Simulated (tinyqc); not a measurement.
Mesh against broadening: interband optics of a two-band s-p chain from momentum matrix elements.

H(k) = [[Es - 2 ts cos ka, 2i V sin ka], [-2i V sin ka, Ep_ + 2 tp cos ka]] in the basis s, p; the lower band is full, with two electrons a cell. The velocity operator times hbar is W = dH/dk (eV angstrom); intra-atomic dipoles are left out.

With w(k) = |<c|W|v>|^2 and D(k) = Ec - Ev, on the mesh k_j = (j + 1/2)/N (2 pi/a): eps(E) = 1 + (8 pi e2/(a Ar)) mean_j (w/D^2) [1/(D - E - i eta) + 1/(D + E + i eta)], e2 = e^2/(4 pi eps0); light polarised along the chains, no local fields.

Constants: e^2/(4 pi eps0) = 14.39964547 eV angstrom.

Parameters, chosen for this exercise:
```
symbol  value  unit        meaning
a       2.31   angstrom    period
Es      3.43   eV          upper orbital (s)
Ep_     -1.94  eV          lower orbital (p)
ts      0.65   eV          s-s hopping
tp      0.62   eV          p-p hopping
V       1.63   eV          s-p hopping
Ar      13.2   angstrom^2  cross-section per chain
E       8.61   eV          photon energy
```

eps2 at E for three widths, and eps(0) at eta = 0; the last row is the mesh of 2000 points.

Convergence:
```
N     eta = 0.03 eV  eta = 0.1 eV  eta = 0.3 eV  eps(0)
4             8.721        14.311         7.869  1.7592
8             1.195         2.973         3.655  3.8135
16            3.685         5.505         4.329  5.9687
32           11.488         6.106         4.391  6.2338
64            5.357         5.791         4.390  6.2350
128           6.305         5.798         4.390  6.2350
2000          6.339         5.798         4.390  6.2350
```

The first N from which eps2 stays within 2 % of the last row is 128 for eta = 0.03, 64 for 0.1 and 16 for 0.3 eV; for eps(0) and 0.1 % it is 32. E lies inside the range of transitions, so as a rule the spacing of D between mesh points must fall below eta (less so where the weight w is small at E).

Program tinyqc; command `OMP_NUM_THREADS=1 python tinyqc.py 1652091 1652092 out.jsonl`; about 0.01 s on one thread of a shared Intel(R) Xeon(R) Processor @ 2.30GHz.
